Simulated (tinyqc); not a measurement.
Biaxially strained (001) channel, valley splitting in an inversion layer: one step of the calculation.

A thin layer grown on a relaxed buffer is stretched in the plane. The two valleys with their long axis along the growth direction (D2) sink against the four in-plane ones (D4); confinement in a triangular well splits them too. Only the lowest subband of each set is kept; one relaxation time, so the weakening of intervalley scattering is left out.

Question. Share of the light valleys and conductivity mass. EF solves Ns = N2 ln(1 + exp((EF - E2)/Vt)) + N4 ln(1 + exp((EF - E4)/Vt)); f2 is the share in D2, and 1/mc = f2/mt + (1 - f2)(1/mt + 1/ml)/2.

Values chosen for this exercise; values close to those of silicon on relaxed silicon-germanium:

| symbol | value | unit | meaning |
|---|---|---|---|
| T | 250 | K | temperature |
| ml | 0.932 | m0 | longitudinal mass |
| mt | 0.187 | m0 | transverse mass |
| Ns | 1.7e12 | cm^-2 | inversion density |

Constants: q = 1.602176634e-19 C, kB = 1.380649e-23 J/K, Vt = kB T/q. Results are converted to the units shown.

EF = 0.10716101 eV
E2 = 0.11648654 eV
N2 = 3.3657488e12 cm^-2

Find: f2; mc.

Answer.

f2 = 0.9898
mc = 0.1878 m0

tinyqc, about 0.02 s, one thread, Intel Xeon 2.30GHz (shared host): `OMP_NUM_THREADS=1 python tinyqc.py 2530164 2530165 out.jsonl`
